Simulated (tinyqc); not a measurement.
From results back to parameters: Stoner model of a band ferromagnet. Two cases, with inputs chosen for the exercise.

Problem. The moment of the weak ferromagnet is given and I is hidden.

Density of states per atom and spin: semi-elliptic, D(e) = (8 M/(pi W^2)) sqrt(W^2/4 - e^2). Levels e -/+ I m/2 for up and down spin, m = n_up - n_down, n_up + n_down = nd. At zero temperature e(N) is the energy below which N states lie, and E(m) = sum over spins of integral e D de - I m^2/4.

Find: e(n_up), e(n_down); I.

Method. n_up and n_down follow from nd and m; both bands share one Fermi level, so I = (e(n_up) - e(n_down))/m.

Case 1.

Values chosen: W = 3.8 eV (band width, e from -W/2 to W/2); M = 5 (states per atom and spin); nd = 6.62 (electrons per atom).

m = 3.00902 muB

Solution.

e(n_up), e(n_down) (eV): 1.598  -0.418

I = 0.67 eV

Case 2.

Values chosen: W = 5.4 eV (band width, e from -W/2 to W/2); M = 5 (states per atom and spin); nd = 4.29 (electrons per atom).

m = 3.56043 muB

Solution.

e(n_up), e(n_down) (eV): 1.256  -2.020

I = 0.92 eV

Computed by tinyqc, one run a case: `OMP_NUM_THREADS=1 python tinyqc.py N N+1 out.jsonl` with N = 1681692, 1682542; one thread of a shared Intel(R) Xeon(R) Processor @ 2.30GHz, about 0.5 s a run at most.
